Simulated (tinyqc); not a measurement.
Localisation in a chain with random site energies (transfer matrices): one step. Weak-disorder lengths. Four cases, with inputs chosen for the exercise.

Problem. Form ka, xi, xi a and the mean free path xi a/2.

Hopping -t; leads with site energy 0, E = -2t cos(ka). psi_(j+1) = ((e_j - E)/t) psi_j - psi_(j-1), a product of matrices M_j = [[(e_j - E)/t, -1], [1, 0]]. For M = M_N ... M_1 the transmission is T = 4 sin^2(ka)/|M21 - M12 + M22 exp(ika) - M11 exp(-ika)|^2. Long samples draw e_j = W (x_j/2147483647 - 1/2) from x_j = 16807 x_(j-1) mod 2147483647, starting at x0. The localisation length xi, in sites, is defined by ln T = -2N/xi on average; weak disorder gives xi = 24 (4t^2 - E^2)/W^2, and the mean free path for backscattering is xi/2.

Case 1.

Values chosen: t = 0.65 eV (hopping); E = -0.58 eV (energy); W = 1.84 eV (full width of the disorder); a = 4.6 angstrom (spacing).

Case 2.

Values chosen: t = 1.33 eV (hopping); E = -0.51 eV (energy); W = 2.09 eV (full width of the disorder); a = 4.4 angstrom (spacing).

Case 3.

Values chosen: t = 0.55 eV (hopping); E = -0.62 eV (energy); W = 1.63 eV (full width of the disorder); a = 4.8 angstrom (spacing).

Case 4.

Values chosen: t = 1.17 eV (hopping); E = -0.35 eV (energy); W = 1.13 eV (full width of the disorder); a = 2.7 angstrom (spacing).

Give: ka; xi; lengths.

Solution.

Case 1.

ka = 1.1083 rad
xi = 9.60 sites

lengths (nm): localisation 4.414, mean free path 2.207

The formula needs xi well above one site.

Case 2.

ka = 1.3779 rad
xi = 37.45 sites

lengths (nm): localisation 16.477, mean free path 8.238

The formula needs xi well above one site.

Case 3.

ka = 0.9720 rad
xi = 7.46 sites

lengths (nm): localisation 3.580, mean free path 1.790

The formula needs xi well above one site; at 7.5 it is only a guide.

Case 4.

ka = 1.4207 rad
xi = 100.61 sites

lengths (nm): localisation 27.166, mean free path 13.583

The formula needs xi well above one site.

Computed by tinyqc, one run a case: `OMP_NUM_THREADS=1 python tinyqc.py N N+1 out.jsonl` with N = 1450075, 1450188, 1450304, 1450363; one thread of a shared Intel(R) Xeon(R) Processor @ 2.30GHz, about 0.07 s a run at most.
